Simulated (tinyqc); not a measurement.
# Read current of a NAND string, cells in series solved by shooting: what changes with what

Cells in series, numbered from 0 at the source line (0 V) to the bit line, each followed by a gap resistance Rg. A cell with gate Vg, threshold VT, source Vs and drain Vd passes I = 2 nf K Vt^2 [F(Vs) - F(Vd)]/(1 + th max(Vg - VT, 0)), F(V) = ln^2(1 + exp((Vg - VT - nf V)/(2 nf Vt))). The selected cell has Vg = Vr, the others Vg = Vp.

Inputs (values chosen for the exercise); values of the order met in vertical NAND strings:
- T = 300 K (temperature)
- K = 29 uA/V^2 (gain factor of a cell)
- nf = 1.5 (slope factor)
- th = 0.07 1/V (mobility reduction factor)
- Rg = 16 kohm (resistance of the gap between cells)
- Vbl = 0.5 V (bit-line voltage)
- Vp = 7.6 V (pass voltage)
- Ve = -2 V (threshold of an erased cell)
- Vh = 3.4 V (threshold of the highest state)
- Vx = 1.4 V (threshold of the selected cell)
- Is = 50 nA (sensing current)
- Vr = 2.73 V (read voltage on the selected word line)

Constants: q = 1.602176634e-19 C, kB = 1.380649e-23 J/K, Vt = kB T/q. Results are converted to the units shown.

Each table varies one quantity; the others keep the values above.

## Read current against the number of cells

For a trial current I start at 0 V and, cell by cell, solve for the drain: sqrt(F(Vd)) = sqrt(F(Vs) - I/k), k = 2 nf K Vt^2/(1 + th max(Vg - VT, 0)), Vd = [Vg - VT - 2 nf Vt ln(exp(sqrt F) - 1)]/nf, then add I Rg. The string current is the I for which the last node reaches Vbl. The apparent threshold is the Vr at which I = Is. Background: all other cells erased (VT = Ve) or all in the highest state (VT = Vh); ratio and shift are high over erased and high minus erased. The selected cell is in the middle, cell n/2.

Read current against the number of cells:
columns A: n; B: I, others erased (uA); C: I, others high (uA); D: ratio; E: apparent VT, erased (V); F: apparent VT, high (V); G: background shift (mV)
```
A         B        C       D      E      F      G
8     2.365    2.008  0.8490  1.440  1.441  1.393
16    1.285    1.063  0.8278  1.446  1.449  2.792
32   0.6710   0.5476  0.8161  1.460  1.465  5.603
64   0.3431   0.2779  0.8100  1.486  1.497  11.28
96   0.2305   0.1862  0.8079  1.513  1.530  17.05
128  0.1735   0.1400  0.8069  1.539  1.562  22.89
192  0.1161  0.09358  0.8058  1.592  1.627  34.85
```

With erased neighbours the current falls from 2.36 to 0.116 uA, as n^(-0.88) between the first two rows and n^(-0.99) between the last two (-1 once the series resistance rules). The ratio falls from 0.849 to 0.806 and the background shift rises from 1.39 to 34.9 mV.

## Effect of the read voltage on the selected word line

Same model as above.

The string has 32 cells and the selected one is cell 16.

The same in every row: apparent VT, erased (V) = 1.460; apparent VT, high (V) = 1.465; background shift (mV) = 5.603.

Effect of the read voltage on the selected word line:
```
Vr (V)  I, others erased (uA)  I, others high (uA)   ratio
1.1                  2.486e-5             2.486e-5  0.9999
1.5                   0.07635              0.07073  0.9264
1.9                    0.4991               0.4291  0.8598
2.3                    0.6446               0.5301  0.8224
2.7                    0.6699               0.5469  0.8164
3.1                    0.6805               0.5539  0.8139
3.5                    0.6863               0.5577  0.8126
3.9                    0.6899               0.5601  0.8118
```

As Vr goes from 1.1 to 3.9 V, the current with erased neighbours rises from 2.49e-5 to 0.690 uA, that with high neighbours rises from 2.49e-5 to 0.560 uA and the ratio falls from 1.00 to 0.812. The apparent thresholds do not depend on Vr.

tinyqc, about 0.5 s, one thread, Intel Xeon 2.30GHz (shared host): `OMP_NUM_THREADS=1 python tinyqc.py 2142019 2142020 out.jsonl`
